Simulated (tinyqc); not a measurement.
Inside a calculation. Method: CIS and TDHF on RHF in the sto-6g basis, for H2, spin multiplicity 1. One step of it, computed by the program tinyqc.

Task: CIS matrix, triplets. A(ia,jb) = (e_a - e_i) d_ij d_ab - (ij|ab).

orbital energies (hartree): MO1 -0.493302, MO2 0.462555

Two-electron integrals over orbitals (pq|rs), unique and non-zero (hartree):
```
p,q,r,s,(pq|rs)
1,1,1,1,0.629275
2,1,2,1,0.196112
2,2,1,1,0.624497
2,2,2,2,0.656124
```

Give: CIS matrix A, triplet.

Result:

CIS matrix A, triplet (hartree):
```
,1>2
1>2,0.3314
```
